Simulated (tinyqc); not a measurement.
On-chip interconnect, size-dependent resistivity and RC delay: one step of the calculation.

A rectangular line between two neighbours and two ground planes. Surface and grain-boundary scattering are added to the bulk resistivity as corrections; capacitances are parallel-plate values without fringing; inductance is ignored.

Problem. Ladder and Elmore delays. 6 equal pi sections: series Rs = r Lw/6; node capacitances c Lw/6, halved at nodes 0 and 6, with Cl added to node 6; Rd feeds node 0. Elmore delay of node k: the sum, over the resistors on the path to k, of resistance times all capacitance downstream of it.

Inputs (values chosen for the exercise); metal values close to those of copper: line length Lw = 82 um; driver resistance Rd = 14000 ohm; load capacitance Cl = 0.052 fF.

r = 3275.1749 ohm/um
c = 0.12981849 fF/um

Wanted: Rs; C; Elmore delay.

Solution.

Rs = 4.476e4 ohm

| node | C (fF) | Elmore delay (ps) |
|---|---|---|
| 0 | 0.8871 | 149.8 |
| 1 | 1.774 | 588.9 |
| 2 | 1.774 | 948.6 |
| 3 | 1.774 | 1229 |
| 4 | 1.774 | 1430 |
| 5 | 1.774 | 1551 |
| 6 | 0.9391 | 1593 |

The far-end value equals Rd (c Lw + Cl) + r Lw (c Lw/2 + Cl) for any number of pi sections; the line resistance contributes 90.6 % of it.

Range of the model: The metal width is under the mean free path, where the thick-limit surface term and the simple sum of corrections lose accuracy.

Program tinyqc, `OMP_NUM_THREADS=1 python tinyqc.py 2100151 2100152 out.jsonl`; Intel Xeon 2.30GHz, shared host, one thread, about 0.01 s.
